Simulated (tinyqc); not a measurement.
# Worked calculation: energy and delay of logic against supply voltage

Computed by the program tinyqc: `OMP_NUM_THREADS=1 python tinyqc.py 2082155 2082156 out.jsonl`, one thread of a shared Intel Xeon 2.30GHz, about 0.01 s for the whole run. Printed values are rounded.

One expression serves below and above threshold: I(Vg) = Ik [ln(1 + exp((Vg - VT + dd V)/(al nf Vt)))]^al, with I_on = I(V) and I_off = I(0). Gate delay td = kd C V/I_on, clock period LD td. Per gate and cycle the switching energy is act C V^2 and the leakage energy I_off V LD td. No short-circuit current, no variation. Minima are sought above 0.09 V; below a few Vt gates no longer switch and the model has no meaning.

Parameters, values chosen for the exercise; values of the order met in logic technologies:
```
symbol,value,unit,meaning
T,358,K,temperature
VT,0.23,V,threshold voltage at zero drain bias
nf,1.08,,slope factor
dd,0.12,,barrier lowering per volt of supply
Ik,2.1,uA,specific current of a gate
al,1.2,,exponent of the current law
C,1,fF,load capacitance of a gate
kd,0.9,,delay factor
LD,30,,logic depth
act,0.2,,activity factor
V,0.86,V,supply voltage
```

Constants: q = 1.602176634e-19 C, kB = 1.380649e-23 J/K, Vt = kB T/q. Results are converted to the units shown.

Range of the model: At a supply of a few Vt gates lose their noise margin, and variation, left out here, decides whether they work.

## Currents, delay and energies

I_on, I_off, td, clock frequency 1/(LD td), both energies and their sum.

I_on = 68.9054 uA
I_off = 45.5683 nA
td = 11.2328 ps
clock frequency = 2.96750 GHz
switching energy = 147.920 aJ
leakage energy = 13.2060 aJ
energy = 161.126 aJ

I_on/I_off = 1510; leakage makes up 8.20 % of the energy.

## Starting value

V = 0.22 V.

V at the start = 0.22 V

## Iteration 1: new V

Minimum-energy supply: E(V) is the energy per gate and cycle; with h = 0.001 V, E' = (E(V + h) - E(V - h))/(2 h), E'' = (E(V - h) - 2 E(V) + E(V + h))/h^2, V(new) = V - E'/E''.

E' = 58.2585 aJ/V
E'' = 1046.82 aJ/V^2
V after iteration 1 = 0.164347 V

## Iteration 2: new V

As before.

E' = -18.7820 aJ/V
E'' = 1678.23 aJ/V^2
V after iteration 2 = 0.175539 V

## Iteration 3: new V

As before.

E' = -0.450216 aJ/V
E'' = 1589.11 aJ/V^2
V after iteration 3 = 0.175822 V

## Course of the iteration

Stop when the step is below 1e-9 V, or after 40 iterations.

Course of the iteration:
```
iteration  V before the step (V)  step (V)
1                           0.22   -0.0557
2                       0.164347    0.0112
3                       0.175539   2.83e-4
4                       0.175822   2.60e-7
5                       0.175822  4.23e-12
```

Converged in 5 iterations. There leakage makes up 46.2 % of the energy and the clock runs at 131 MHz.
